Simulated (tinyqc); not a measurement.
Barrier width: Kronig-Penney superlattice by transfer matrices.

Wells (width a, potential 0, mass mw) alternate with barriers (width b, height V0, mass mb); period d = a + b; c = hbar^2/2m0. The vector (psi, psi'/m) is continuous, and a layer of thickness t carries it by M = [[cos kt, (m/k) sin kt], [-(k/m) sin kt, cos kt]] with k = sqrt(m (E - V)/c); for E < V, k = i kappa gives [[cosh, (m/kappa) sinh], [(kappa/m) sinh, cosh]] of kappa t. A Bloch state obeys cos(q d) = tr(Mb Mw)/2.

Constants: hbar^2/2m0 = 3.80998211 eV angstrom^2.

Parameters, chosen for this exercise (near those of a GaAs superlattice with barriers of AlGaAs; shifted at random, so the results belong to these values and not to a real crystal):
- a = 83 angstrom (well width)
- V0 = 0.283 eV (barrier height)
- mw = 0.0678 m0 (mass in the wells)
- mb = 0.096 m0 (mass in the barriers)
- bs = (17.5, 26.2, 35, 45.5, 56, 70, 87.5) angstrom (barrier widths)

First miniband against b. m_z = -2 c f'/d^2 with f = tr M/2 at the bottom of the band. E1 is the level of the single well, kappa1 its decay constant in the barrier.

First miniband:
```
b (angstrom)  bottom (eV)  top (eV)  W (meV)    ln W  m_z (m0)
17.5               0.0306    0.0514    20.74   3.032     0.101
26.2               0.0356    0.0461    10.51   2.352     0.147
35.0               0.0381    0.0434    5.283   1.664     0.230
45.5               0.0396    0.0419    2.325   0.844     0.418
56.0               0.0402    0.0412    1.024   0.023     0.789
70.0               0.0405    0.0409   0.3428  -1.071      1.92
87.5               0.0407    0.0408  0.08735  -2.438      6.02
```

E1 = 0.0407 eV
kappa1 = 0.0781 1/angstrom

What does the comparison show, and why?

W falls from 20.7 to 0.09 meV, and both edges close in on E1. The slope of ln W is -0.0781 per angstrom over the first two rows and -0.0781 over the last two, against -kappa1 = -0.0781: the width follows one power of the tunnelling amplitude once the wells couple weakly. m_z grows by a factor 59.4.

(tinyqc, `OMP_NUM_THREADS=1 python tinyqc.py 1250240 1250241 out.jsonl`, Intel(R) Xeon(R) Processor @ 2.30GHz, 1 thread, shared host, about 0.04 s.)
